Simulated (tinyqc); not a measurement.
# Worked calculation: free and trapped electrons in a MOS channel with a dense trap tail

Numbers from tinyqc (`OMP_NUM_THREADS=1 python tinyqc.py 2222140 2222141 out.jsonl`; about 0.02 s on one thread of a shared Intel Xeon 2.30GHz). Printed values are rounded.

p-type body, charge-sheet picture, full ionisation (an idealisation for deep acceptors), Boltzmann statistics for free electrons. e = Ec - EF at the surface. Acceptor-like traps of density D(E) = D0 + De exp(-E/Ew) at depth E below Ec, from 0 to Eu, hold n_t = integral of D(E)/(1 + exp((e - E)/Vt)). psi = Eg - Vt ln(Nv/Na) - e; N_dep = sqrt(2 eps0 eps_r Na (psi - Vt)/q); n_f = sqrt(N_dep^2 + 2 eps0 eps_r Vt Nc exp(-e/Vt)/q) - N_dep; Vg = Vfb + psi + q (N_dep + n_t + n_f)/Cox, Cox = eps0 eox/tox.

Values chosen for this exercise; band and dielectric values close to those of 4H silicon carbide:
- T = 300 K (temperature)
- Eg = 3.2 eV (band gap)
- eps_r = 9.62 (relative permittivity)
- Nc = 1.68e19 cm^-3 (conduction-band density of states at T)
- Nv = 2.54e19 cm^-3 (valence-band density of states at T)
- eox = 3.9 (relative permittivity of the insulator)
- tox = 63 nm (insulator thickness)
- Na = 1.6e17 cm^-3 (acceptor density)
- Vfb = -2.46 V (flat-band voltage without trapped charge)
- D0 = 1.6e11 cm^-2 eV^-1 (constant background density of acceptor-like traps)
- De = 1.7e13 cm^-2 eV^-1 (density of the tail at the conduction edge)
- Ew = 0.06 eV (decay energy of the tail)
- Eu = 0.8 eV (depth below Ec down to which the traps reach)
- mf = 160 cm^2/(V s) (mobility of free electrons)
- e = 0.075 eV (Ec - EF at the surface)

Constants: q = 1.602176634e-19 C, kB = 1.380649e-23 J/K, Vt = kB T/q, eps0 = 8.8541878128e-14 F/cm where lengths are in cm. Results are converted to the units shown.

## Trapped charge

Trapezoid rule on 16 equal steps from 0 to Eu, f = 1/(1 + exp((e - E)/Vt)).

| point | E (eV) | D(E) f (cm^-2 eV^-1) |
|---|---|---|
| 0 | 0 | 8.93997e11 |
| 1 | 0.05 | 2.07930e12 |
| 2 | 0.1 | 2.44231e12 |
| 3 | 0.15 | 1.47441e12 |
| 4 | 0.2 | 7.60416e11 |
| 5 | 0.25 | 4.23080e11 |
| 6 | 0.3 | 2.74500e11 |
| 7 | 0.35 | 2.09776e11 |
| 8 | 0.4 | 1.81634e11 |
| 9 | 0.45 | 1.69402e11 |
| 10 | 0.5 | 1.64086e11 |
| 11 | 0.55 | 1.61776e11 |
| 12 | 0.6 | 1.60772e11 |
| 13 | 0.65 | 1.60335e11 |
| 14 | 0.7 | 1.60146e11 |
| 15 | 0.75 | 1.60063e11 |
| 16 | 0.8 | 1.60028e11 |

n_t = 4.75451e11 cm^-2

With 1600 steps n_t = 4.792e11 cm^-2; the coarse value is 0.79 % below it.

## Charges and gate voltage

psi, N_dep, n_f and Vg as defined, with the n_t given; free share n_f/(n_f + n_t); apparent mobility mf n_f/(n_f + n_t); gate voltage spent on traps q n_t/Cox.

psi = 2.99400 V
N_dep = 2.24711e12 cm^-2
n_f = 5.57816e10 cm^-2
Vg = 8.65526 V
free share = 10.5004 %
apparent mobility = 16.8007 cm^2/(V s)
gate voltage spent on traps = 1.38977 V
